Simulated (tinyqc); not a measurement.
Shallow donor in an anisotropic valley (effective-mass theory): sweeps and comparisons. A value that a table varies takes the place of the one given here.

One valley: H = -c [(d2/dx2 + d2/dy2)/mt + (d2/dz2)/ml] - q/(eps r), c = hbar^2/2m0, q = e^2/(4 pi eps0). Trial function exp(-sqrt((x^2 + y^2)/a^2 + z^2/b^2)) with a > b: T = (c/3)(2/(mt a^2) + 1/(ml b^2)), V = -(q/eps) atan(u/b)/u, u = sqrt(a^2 - b^2). The central cell of the impurity is left out.

Constants: hbar^2/2m0 = 3.80998211 eV angstrom^2; e^2/(4 pi eps0) = 14.39964547 eV angstrom; Ry = 13.60569312 eV; a0 (Bohr radius) = 0.5291772105 angstrom.

Inputs chosen for the exercise (near those of GaP; not measured data):
- mt = 0.255 m0 (transverse mass)
- eps = 11.5 (dielectric constant)
- xs = (1.4, 2.3, 3.5, 4.2, 11, 28, 65, 130) (ratios ml/mt)
- ml = 1.923 m0 (longitudinal mass)

## Mass anisotropy

mt and eps fixed, ml varied. Energies in units of Ry*(mt) = Ry mt/eps^2 and lengths in a*(mt) = a0 eps/mt; the last two columns use one mass, 3/(1/ml + 2/mt) or (ml mt^2)^(1/3).

Results:

| ml/mt | a/a* | b/a | binding | conductivity mass | density-of-states mass |
|---|---|---|---|---|---|
| 1.40 | 0.932 | 0.887 | 1.115 | 1.105 | 1.119 |
| 2.30 | 0.848 | 0.744 | 1.292 | 1.232 | 1.320 |
| 3.50 | 0.788 | 0.642 | 1.446 | 1.312 | 1.518 |
| 4.20 | 0.765 | 0.602 | 1.515 | 1.340 | 1.613 |
| 11.0 | 0.665 | 0.431 | 1.874 | 1.435 | 2.224 |
| 28.0 | 0.598 | 0.313 | 2.206 | 1.474 | 3.037 |
| 65.0 | 0.554 | 0.235 | 2.478 | 1.489 | 4.021 |
| 130 | 0.526 | 0.185 | 2.677 | 1.494 | 5.066 |

How do the results move?

The binding grows from 1.11 to 2.68 Ry*(mt); for ml going to infinity the exact problem becomes two-dimensional, with 4 Ry*. The conductivity mass saturates at 1.5 and underbinds, by 11 % at ml/mt = 4.2; the density-of-states mass errs by +7 % there and by +89 % in the last row. With these mt and eps one unit is 26.23 meV.

## What each parameter does

The minimum of the trial energy. Each row changes one parameter from the base and keeps the others.

Results:

| case | E (meV) | a (angstrom) | b (angstrom) | b/a |
|---|---|---|---|---|
| base | -45.48 | 16.71 | 8.21 | 0.491 |
| ml = 1.538 m0 | -43.29 | 17.25 | 9.16 | 0.531 |
| mt = 0.23 m0 | -41.93 | 18.26 | 8.66 | 0.474 |
| eps = 10.3 | -56.70 | 14.96 | 7.35 | 0.491 |

What can be read from the table?

The largest shifts from the base row, up to three for each result and ties (the steps differ in size, so this ranks the rows, not the parameters). E (meV): eps -11.22, mt +3.55, ml +2.19. a (angstrom): eps -1.74, mt +1.55, ml +0.55. b (angstrom): ml +0.95, eps -0.86, mt +0.45. b/a: ml +0.040, mt -0.017; unchanged at the printed digits by eps. eps only rescales the solution (E as 1/eps^2, lengths as eps), so b/a depends on ml/mt alone.

(tinyqc, `OMP_NUM_THREADS=1 python tinyqc.py 1281369 1281370 out.jsonl`, Intel(R) Xeon(R) Processor @ 2.30GHz, 1 thread, shared host, about 0.01 s.)
